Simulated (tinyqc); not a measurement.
n-type polysilicon, carrier trapping at grain boundaries: one step of the calculation.

One-dimensional grains of size Lg, uniform ionised doping N, monovalent traps Qt at each boundary at a depth Et below (for electrons) or above (for holes) the band edge there, abrupt depletion of width W on each side of a boundary, Boltzmann statistics. xi is the distance from the band edge at the grain centre to the Fermi level. Trapped charge Qt/(1 + exp((xi + VB - Et)/Vt)) = 2 N W, barrier VB = q N W^2/(2 eps0 eps_r).

Problem. Depletion width, Fermi level and barrier. If the trap equation with xi = Vt ln(NB/N) has a root W < Lg/2, the grain is partly depleted; otherwise W = Lg/2 and the trap equation gives xi = Et - VB + Vt ln(Qt/(N Lg) - 1). N* = Qt/Lg.

Parameters, values chosen for the exercise; values of the order met in polycrystalline silicon:
```
symbol    value   unit                                                              meaning
T           350      K                                                          temperature
eps_r      11.7                                                       relative permittivity
NB      3.53e19  cm^-3                               conduction-band density of states at T
Lg           20     nm                                                           grain size
Qt       1.6e12  cm^-2                                     trap density of a grain boundary
Et         0.42     eV  depth of the trap level from the majority band edge at the boundary
N        2.1e17  cm^-3                                                               doping
```

Constants: q = 1.602176634e-19 C, kB = 1.380649e-23 J/K, Vt = kB T/q, eps0 = 8.8541878128e-14 F/cm where lengths are in cm. Results are converted to the units shown.

Wanted: N*; W; xi; VB; share of traps filled.

Solution.

N* = 8.000e17 cm^-3
W = 10.00 nm
xi = 0.4349 V
VB = 0.01624 V
share of traps filled = 0.2625

N is 0.263 N*, and the grain is fully depleted; VB = 0.538 Vt.

Computed by the program tinyqc: `OMP_NUM_THREADS=1 python tinyqc.py 2830018 2830019 out.jsonl`, one thread of a shared Intel Xeon 2.30GHz, about 0.01 s for the whole run.
